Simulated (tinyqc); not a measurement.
## Screening length from the swing

Question. In a simple model of a Schottky-barrier transistor a barrier thinner than d = 4.2 nm is transparent, so the effective barrier is pn - psi (1 - exp(-d/lam)) and the swing beyond flat band is Vt ln 10/(1 - exp(-d/lam)). Find the thermionic swing, lam, and the effective barrier at psi = 0.2 V.

Values chosen for this exercise: temperature T = 300 K; barrier for electrons at both contacts pn = 0.29 eV.

Constants: q = 1.602176634e-19 C, kB = 1.380649e-23 J/K, Vt = kB T/q. Results are converted to the units shown.

swing in the tunnelling range = 61.976166 mV/decade

Solution. The ratio of the two swings is 1 - exp(-d/lam).

Vt ln 10 = 59.5 mV/decade
lam = 1.30 nm
effective barrier = 0.0979 eV

Computed by the program tinyqc: `OMP_NUM_THREADS=1 python tinyqc.py 2390066 2390067 out.jsonl`, one thread of a shared Intel Xeon 2.30GHz, about 0.2 s for the whole run.
